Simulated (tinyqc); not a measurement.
Worked calculation: plane-wave Kohn-Sham cycle with exchange-only LDA in a layered model solid. Computed by tinyqc, a small Python program that keeps every step. Settings: points = 16, plane-wave index or count = 2, electrons = 2, k points = 4, area = 20.0, mixing = 0.5, iteration cap = 62. Command: `OMP_NUM_THREADS=1 python tinyqc.py 29572 29573 out.jsonl` (the two numbers bound the seeds that draw the settings). One thread of a shared host (Intel(R) Xeon(R) Processor @ 2.60GHz), about 0.02 s of CPU time with the checks. Later iterations appear only in the table of the cycle.

## Iteration 1: potential

A solid whose potential varies along x alone (atomic units):
```
parameter                      value
period a                   13.200000
cross-section of the cell  20.000000
electrons per cell                 2
grid points                       16
plane waves -n..n, n               2
k points                           4
V1 in V1 cos(2 pi x/a)     -0.760000
```

density at the start, on the grid x_j = j a/N (e/bohr^3): 0.00757576  0.00757576  0.00757576  0.00757576  0.00757576  0.00757576  0.00757576  0.00757576  0.00757576  0.00757576  0.00757576  0.00757576  0.00757576  0.00757576  0.00757576  0.00757576

V_H(G) = 4 pi rho(G)/G^2 for G != 0 (uniform background); v_x = -(3 rho/pi)^(1/3); V = V_ext + V_H + v_x; Fourier components f(G_m) = (1/N) sum_j f(x_j) exp(-i G_m x_j).

Potentials on the grid (hartree):
```
x              V_ext       V_H        v_x          V
0.000000   -0.760000  0.000000  -0.193404  -0.953404
0.825000   -0.702148  0.000000  -0.193404  -0.895553
1.650000   -0.537401  0.000000  -0.193404  -0.730805
2.475000   -0.290839  0.000000  -0.193404  -0.484244
3.300000           0  0.000000  -0.193404  -0.193404
4.125000    0.290839  0.000000  -0.193404   0.097435
4.950000    0.537401  0.000000  -0.193404   0.343997
5.775000    0.702148  0.000000  -0.193404   0.508744
6.600000    0.760000  0.000000  -0.193404   0.566596
7.425000    0.702148  0.000000  -0.193404   0.508744
8.250000    0.537401  0.000000  -0.193404   0.343997
9.075000    0.290839  0.000000  -0.193404   0.097435
9.900000           0  0.000000  -0.193404  -0.193404
10.725000  -0.290839  0.000000  -0.193404  -0.484244
11.550000  -0.537401  0.000000  -0.193404  -0.730805
12.375000  -0.702148  0.000000  -0.193404  -0.895553
```

V(G_m), m = 0, 1, 2, ... (hartree): -0.193404  -0.380000  0.000000  0.000000  0.000000

## Iteration 1: Hamiltonian at one k

k = 0.125000 2 pi / a

H(m,m') = (k + G_m)^2/2 delta + V(G_m - G_m'), with V(-G) = V(G).

H (hartree), lower triangle:
```
           -2         -1         +0         +1        +2
-2   0.204872
-1  -0.380000  -0.106668
+0   0.000000  -0.380000  -0.191634
+1   0.000000   0.000000  -0.380000  -0.050025
+2   0.000000   0.000000   0.000000  -0.380000  0.318160
```

## Iteration 1: levels at that k

Diagonalise the Hermitian matrix.

eigenvalues (hartree): -0.745813  -0.325418  0.091659  0.498749  0.655528

## Iteration 1: new density

Motion across x is left out: the lowest 1 band(s) hold two electrons at each of the k points (j + 1/2)/nk - 1/2. Residual R = rho(out) - rho(in); rho(new) = rho(in) + 0.5 R. rho(out) = 2/(a A nk) sum |psi|^2 with psi = sum c exp(i G x). Harris energy E = band energy - dV sum rho (V_H/2 + v_x) + (3/4) dV sum rho v_x with rho(in), dV = a A/N, band energy = (2/nk) sum of the filled levels.

rho(out) (e/bohr^3): 0.03072585  0.02546909  0.01414156  0.00478978  0.00077621  0.00003591  0.00000611  0.00000825  0.00003244  0.00000825  0.00000611  0.00003591  0.00077621  0.00478978  0.01414156  0.02546909

density after iteration 1 (e/bohr^3): 0.01915080  0.01652242  0.01085866  0.00618277  0.00417599  0.00380583  0.00379094  0.00379201  0.00380410  0.00379201  0.00379094  0.00380583  0.00417599  0.00618277  0.01085866  0.01652242

energy per cell = -1.39214823 hartree

## Iteration 2: potential

As before.

Potentials on the grid (hartree):
```
x              V_ext        V_H        v_x          V
0.000000   -0.760000   0.411115  -0.263463  -0.612348
0.825000   -0.702148   0.363582  -0.250812  -0.589378
1.650000   -0.537401   0.241764  -0.218063  -0.513700
2.475000   -0.290839   0.091057  -0.180739  -0.380521
3.300000           0  -0.049750  -0.158578  -0.208328
4.125000    0.290839  -0.162644  -0.153747  -0.025552
4.950000    0.537401  -0.243504  -0.153546   0.140351
5.775000    0.702148  -0.291995  -0.153561   0.256592
6.600000    0.760000  -0.308136  -0.153724   0.298140
7.425000    0.702148  -0.291995  -0.153561   0.256592
8.250000    0.537401  -0.243504  -0.153546   0.140351
9.075000    0.290839  -0.162644  -0.153747  -0.025552
9.900000           0  -0.049750  -0.158578  -0.208328
10.725000  -0.290839   0.091057  -0.180739  -0.380521
11.550000  -0.537401   0.241764  -0.218063  -0.513700
12.375000  -0.702148   0.363582  -0.250812  -0.589378
```

V(G_m), m = 0, 1, 2, ... (hartree): -0.184705  -0.229393  0.012881  0.001431  0.000990

## Iteration 2: Hamiltonian at one k

k = 0.125000 2 pi / a

As before.

H (hartree), lower triangle:
```
           -2         -1         +0         +1        +2
-2   0.213571
-1  -0.229393  -0.097969
+0   0.012881  -0.229393  -0.182935
+1   0.001431   0.012881  -0.229393  -0.041326
+2   0.000990   0.001431   0.012881  -0.229393  0.326859
```

## Iteration 2: levels at that k

As before.

eigenvalues (hartree): -0.476669  -0.198231  0.065389  0.359740  0.467972

## Iteration 2: new density

As before.

rho(out) (e/bohr^3): 0.02784009  0.02377868  0.01463681  0.00624252  0.00171354  0.00027229  0.00002498  0.00000954  0.00001529  0.00000954  0.00002498  0.00027229  0.00171354  0.00624252  0.01463681  0.02377868

density after iteration 2 (e/bohr^3): 0.02349545  0.02015055  0.01274774  0.00621265  0.00294477  0.00203906  0.00190796  0.00190077  0.00190969  0.00190077  0.00190796  0.00203906  0.00294477  0.00621265  0.01274774  0.02015055

energy per cell = -1.00619926 hartree

## Convergence

Stop when sqrt(dV sum R^2) is below 1e-8, dV = a A/N.

Course of the cycle:
```
iteration  E (hartree)  norm of the residual
1          -1.39214823              1.71e-01
2          -1.00619926              7.24e-02
3          -0.93286559              2.66e-02
4          -0.92387065              1.25e-02
5          -0.92327385              7.32e-03
6          -0.92332902              4.06e-03
7          -0.92337909              2.13e-03
8          -0.92340115              1.09e-03
9          -0.92340928              5.56e-04
10         -0.92341197              2.83e-04
11         -0.92341279              1.45e-04
...                ...                   ...
16         -0.92341311              5.26e-06
17         -0.92341311              2.72e-06
18         -0.92341311              1.40e-06
19         -0.92341311              7.25e-07
20         -0.92341311              3.75e-07
21         -0.92341311              1.93e-07
22         -0.92341311              9.99e-08
23         -0.92341311              5.16e-08
24         -0.92341311              2.66e-08
25         -0.92341311              1.37e-08
26         -0.92341311              7.09e-09
```

Converged in 26 iterations. Before convergence this energy mixes input and output and is not variational, so it may rise towards its limit.
